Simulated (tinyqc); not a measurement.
Admittance spectroscopy and thermally stimulated current of one trap level in a depletion layer. Which input was changed? Computed by tinyqc, a small Python program. Command: `OMP_NUM_THREADS=1 python tinyqc.py 3111380 3111381 out.jsonl admit which`. One thread of a shared host (Intel(R) Xeon(R) Processor @ 2.30GHz), about 0.06 s of CPU time with the checks.

A Schottky junction on n-type material holds one donor-like electron trap; shallow donors are fully ionised and abrupt depletion edges are assumed.

Inputs (values chosen for the exercise, modelled on n-type GaAs): dielectric constant eps = 12.9; density-of-states mass m = 0.0689 m_0; shallow doping N = 1.9e+15 1/cm^3; trap density N_t = 1.2e+14 1/cm^3; trap depth E_t below the band = 0.258 eV; capture cross section sigma = 1.7e-16 cm^2; band bending V_b = 0.92 V; test frequency f = 700000 Hz; heating rate beta = 0.91 K/s.

Constants: k_B = 1.380649e-23 J/K; m_0 = 9.1093837015e-31 kg; h = 6.62607015e-34 J s; k_B = 8.617333262e-05 eV/K; eps_0 = 8.8541878128e-12 F/m; e = 1.602176634e-19 C.

Method:
- N_c = 2 (2 pi m k_B T/h^2)^(3/2), v_th = sqrt(3 k_B T/m), emission rate e_n = sigma v_th N_c exp(-E_t/(k_B T)).
- Where the level crosses the Fermi level capture equals emission, so the trap follows the signal with the rate 2 e_n; G/omega peaks at omega = 2 e_n (the correction for large N_t/N is left out).
- Solve 2 e_n(T_p) = 2 pi f.
- With E_c - E_F = k_B T_p ln(N_c/N): lambda = sqrt(2 eps eps_0 (E_t - (E_c - E_F))/(e^2 N)); traps are empty and charged for x < x_t = w - lambda, and V_b = e (N w^2 + N_t x_t^2)/(2 eps eps_0). High frequency: C_hf = eps eps_0/w. Low frequency: C_lf = eps eps_0 (N + N_t)/(N w + N_t x_t).
- Thermally stimulated current without retrapping: filled share n(T) = exp(-(1/beta) int e_n dT), current proportional to e_n n; the peak obeys beta (E_t/(k_B T^2) + 2/T) = e_n(T). The integral starts at 0.5 T_m and uses 4000 trapezoid steps to 1.2 T_m.
- Chen's first-order estimate from the full width W = T_2 - T_1 between the half-height points: E = 2.52 k_B T_m^2/W - 2 k_B T_m.

Problem. One of these inputs alone was changed, within the range given: trap depth E_t below the band (0.129 to 0.516); capture cross section sigma (8.5e-17 to 3.4e-16); shallow doping N (9.5e+14 to 3.8e+15); band bending V_b (0.46 to 1.84). Which one, and to what value?

Results:
```
run     step (C_lf - C_hf)/C_hf  C_hf (nF/cm^2)  peak temperature T_m (K)
before               0.01641393        13.97478                  135.0192
after                0.01757453        14.94584                  135.0192
```

Solution.

Each candidate set to reproduce step (C_lf - C_hf)/C_hf, and what it then gives:
```
candidate                               range searched  value needed  C_hf (nF/cm^2)  peak temperature T_m (K)
trap depth E_t below the band (eV)      0.129 to 0.516        0.2957          13.963                    152.38
capture cross section sigma (cm^2)  8.5e-17 to 3.4e-16     2.552e-16          13.963                    132.95
shallow doping N (1/cm^3)           9.5e+14 to 3.8e+15      1.726e15          13.347                    135.02
band bending V_b (V)                      0.46 to 1.84        0.8030          14.946                    135.02
```

Only band bending V_b fits every result: it went from 0.92 to 0.803 V. The next best candidate, capture cross section sigma, misses one result by 6.6 %.
